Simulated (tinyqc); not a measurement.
## p-i-n power rectifier, conductivity modulation at high injection: forward voltage and stored charge against the high-level lifetime

A drift layer from x = -d to d (2 d = W) between ideal p+ and n+ emitters (no recombination in them). High injection, n = p, ambipolar diffusion with one lifetime; both mobilities scale as (T/300 K)^(-bt).

Triangular field at breakdown with Ec = Kc N^(1/8): BV = eps0 eps_r Ec^2/(2 q N), so N = (eps0 eps_r Kc^2/(2 q BV))^(4/3); W = 2 BV/Ec; mu = mud (T/300 K)^(-bt); rho = 1/(q mu N); ideal resistance rho W. Da = 2 mun mup Vt/(mun + mup), La = sqrt(Da tau), B = (mun - mup)/(mun + mup) with mun = mud (T/300 K)^(-bt), mup likewise; n(x) = (tau J/(2 q La)) [cosh(x/La)/sinh(d/La) - B sinh(x/La)/cosh(d/La)]. Ohmic drop: integral of J/(q (mun + mup) n); diffusion (Dember) drop Vt B ln(n(-d)/n(d)); both junctions together Vt ln(n(-d) n(d)/ni^2), ni = sqrt(Nc Nv) exp(-Eg/(2 Vt)), Eg in volts; V_F = the sum; stored charge q times the integral of n. Integrals on a fine grid. Peak reverse current if all stored charge left in a linear ramp without recombination (an upper bound): sqrt(2 a Q). Rows where n falls below the doping are left out.

Parameters, values chosen for the exercise; bulk values close to those of 4H silicon carbide:

| symbol | value | unit | meaning |
|---|---|---|---|
| T | 350 | K | temperature |
| eps_r | 9.93 |  | relative permittivity |
| Kc | 23300 | V/cm per (cm^-3)^(1/8) | critical-field constant |
| BV | 3400 | V | rated breakdown voltage of the drift layer |
| mud | 818 | cm^2/(V s) | drift mobility at 300 K |
| bt | 2.5 |  | temperature exponent of the drift mobility |
| mup | 107 | cm^2/(V s) | hole mobility at 300 K |
| Eg | 3.16 | eV | band gap |
| Nc | 2.14e19 | cm^-3 | conduction-band density of states at T |
| Nv | 3.15e19 | cm^-3 | valence-band density of states at T |
| J | 50 | A/cm^2 | forward current density |
| a | 84 | A/(cm^2 us) | ramp rate of the current at turn-off |

Constants: q = 1.602176634e-19 C, kB = 1.380649e-23 J/K, Vt = kB T/q, eps0 = 8.8541878128e-14 F/cm where lengths are in cm. Results are converted to the units shown.

The same in every row: J rho W (V) = 0.5645.

Results:
```
tau (s),d/La,"drift drop, ohmic and diffusion (V)",junction drops (V),V_F (V),Q (uC/cm^2),sqrt(2 a Q) (A/cm^2),lowest n over N
2.8e-7,1.606,0.1229,2.760,2.883,14.00,48.50,3.714
5.7e-7,1.126,0.06150,2.798,2.859,28.50,69.20,10.20
1.2e-6,0.7757,0.03120,2.839,2.870,60.00,100.4,26.38
2.5e-6,0.5375,0.01592,2.880,2.896,125.0,144.9,61.82
5.2e-6,0.3727,0.007979,2.922,2.930,260.0,209.0,136.9
1.1e-5,0.2562,0.003864,2.966,2.970,550.0,304.0,299.0
4.7e-5,0.1240,9.213e-4,3.053,3.054,2350,628.3,1307
9.9e-5,0.08541,4.387e-4,3.098,3.098,4950,911.9,2763
```

Estimate the missing row, tau = 2.3e-5 s.

Computed row:
```
tau (s),d/La,"drift drop, ohmic and diffusion (V)",junction drops (V),V_F (V),Q (uC/cm^2),sqrt(2 a Q) (A/cm^2),lowest n over N
2.3e-5,0.1772,0.001871,3.010,3.012,1150,439.5,634.9
```

With this row back in the table: V_F goes from 2.88 through a minimum of 2.86 (at tau = 5.7e-7 among the rows listed) to 3.10 V; the drift drop falls from 0.123 to 4.39e-4 V and the junction drops rise from 2.76 to 3.10 V. The minimum falls at d/La = 1.1: a short lifetime starves the middle of the layer, a long one raises the edge densities and with them the junction drops. Where n exceeds a few 1e17 cm^-3, emitter and Auger recombination, left out here, lower n and change V_F.

Computed by the program tinyqc: `OMP_NUM_THREADS=1 python tinyqc.py 2230109 2230110 out.jsonl`, one thread of a shared Intel Xeon 2.30GHz, about 0.01 s for the whole run.
